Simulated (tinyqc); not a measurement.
Electron mobility in a silicon inversion layer, empirical terms and Matthiessen rule: one step of the calculation.

Inversion layer of sheet density Ns on a uniformly doped body. The mobility terms are empirical power laws with prefactors chosen for the exercise; adding their inverses (Matthiessen) is itself an approximation.

Question. Split C-V extraction. Q(Vg) is the trapezoid sum of Cgc from the first point (where Q is taken as 0); mu_eff = I/((W/L) Q Vd); mu_FE = (dI/dVg)/((W/L) Cox Vd) with a backward difference. Listed from point 4 on.

Parameters, values chosen for the exercise; material values close to those of silicon:
- Cox = 1.51 uF/cm^2 (gate capacitance)
- WL = 20 (ratio W/L)
- Vd = 0.05 V (drain voltage)

```
point  Vg (V)  Cgc (uF/cm^2)        I (uA)
0           0   2.6252997e-5  3.1170122e-9
1         0.1   6.5907559e-4  1.9650954e-6
2         0.2    0.016380466  0.0012231267
3         0.3     0.32609345    0.57193900
4         0.4      1.3192886     27.155627
5         0.5      1.5013586     99.058087
6         0.6      1.5096540     171.27385
7         0.7      1.5099862     233.21704
8         0.8      1.5099995     284.70053
9         0.9      1.5100000     326.91446
10          1      1.5100000     361.15939
11        1.1      1.5100000     388.62059
12        1.2           1.51     410.33414
```

Find: Q; mu_eff; mu_FE.

Answer.

```
point  Q (uC/cm^2)  mu_eff (cm^2/(V s))  mu_FE (cm^2/(V s))
4          0.10028               270.80              176.05
5          0.24131               410.50              476.18
6          0.39186               437.08              478.25
7          0.54284               429.62              410.22
8          0.69384               410.32              340.95
9          0.84484               386.95              279.56
10         0.99584               362.67              226.79
11          1.1468               338.86              181.86
12          1.2978               316.17              143.80
```

At the last point mu_FE is 55 % below mu_eff: where the mobility falls with gate voltage the slope of I understates it.

Program tinyqc, `OMP_NUM_THREADS=1 python tinyqc.py 2510076 2510077 out.jsonl`; Intel Xeon 2.30GHz, shared host, one thread, about 0.01 s.
